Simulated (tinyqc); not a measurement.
Slope factor and drain-induced lowering from three currents.

Question. With source and body at 0 V, I = A exp((Vg + dd Vd)/(nf Vt)) (1 - exp(-Vd/Vt)). Find nf, the swing nf Vt ln 10 and dd.

Parameters, values chosen for the exercise:
```
symbol  value  unit      meaning
T         358     K  temperature
```

Constants: q = 1.602176634e-19 C, kB = 1.380649e-23 J/K, Vt = kB T/q. Results are converted to the units shown.

currents at (Vg, Vd) = (0, 0.05), (0, 0.8) and (0.09, 0.8) V (nA/um): [0.20812476, 0.75234606, 6.3273668]

Answer. The pair at equal Vd gives nf; the pair at equal Vg, after dividing out the factors 1 - exp(-Vd/Vt), gives dd.

nf = 1.370
swing = 97.32 mV/decade
dd = 0.06000

tinyqc, about 0.06 s, one thread, Intel Xeon 2.30GHz (shared host): `OMP_NUM_THREADS=1 python tinyqc.py 2242161 2242162 out.jsonl`
